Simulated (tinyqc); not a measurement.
Inside a calculation: thin-film optics by transfer matrices. Values are carried at full precision from step to step, so a last printed digit may differ when a step is redone from the rounded ones.

Indices N = n + i k. Snell: N0 sin(theta) = N_j sin(theta_j), with Im(N_j cos theta_j) >= 0. Admittance y_j = N_j cos theta_j for s and N_j/cos theta_j for p. Phase delta_j = 2 pi N_j cos theta_j d_j/lambda. Layer matrix [[cos delta, -i sin delta/y], [-i y sin delta, cos delta]], multiplied from the top down to M. (B, C) = M (1, y_sub); r = (y0 B - C)/(y0 B + C), R = |r|^2, T = 4 Re y0 Re y_sub/|y0 B + C|^2, absorbed in the films 1 - R - T.

Parameters, chosen for this exercise (indices near those of resist on Si; the results hold for these values, not for the real material):
- lam = 365 nm (vacuum wavelength)
- n0 = 1 (ambient index)
- n = (1.674, 6.561) (n of resist, substrate)
- k = (0.026, 2.745) (k in the same order)
- d = (740) nm (thicknesses, top first)
- theta = 30 degrees (angle of incidence)
- pol = p (polarisation)

## Angles, admittances and phases

Form cos theta_j, y_j and delta_j.

cos theta_j: ambient 0.8660, film 1 0.9544+0.0015i, substrate 0.9983+0.0018i

y_j: ambient 1.1547, film 1 1.7540+0.0246i, substrate 6.5772+2.7382i

delta_j (rad): film 1 20.3511+0.3470i

## Layer matrices and their product

Form each matrix and multiply from the top down.

M:
$$\begin{pmatrix}
0.0734-0.3532i & 0.0055-0.6034i \\
0.0690-1.8557i & 0.0734-0.3532i
\end{pmatrix}$$

Each matrix has determinant 1, and so has M.

## Reflection and transmission

Close the stack on the substrate.

B, C: [1.7619-4.3069i, 1.5188-3.9778i]

r = 0.1158+0.0116i
R = 0.0136
T into the substrate = 0.3276
absorbed in the films = 0.6589

The bare substrate would reflect 0.5485.

## Ellipsometric angles

Ellipsometry: rho = tan(Psi) exp(i Delta) = -conj(r_p/r_s) with the r of the admittance formula, Delta in 0 to 360 degrees, so that a bare dielectric at small angles gives Delta = 180.

Repeat the steps for both polarisations.

r_s = 0.0339+0.0047i
r_p = 0.1158+0.0116i
Psi = 73.60 degrees
Delta = 182.15 degrees

## Checks

- R against the recursion of Airy sums from the substrate up: both 0.013550.

Run: tinyqc, `OMP_NUM_THREADS=1 python tinyqc.py 1651215 1651216 out.jsonl`; Intel(R) Xeon(R) Processor @ 2.30GHz, one thread, shared host; about 0.01 s of CPU time with all checks.
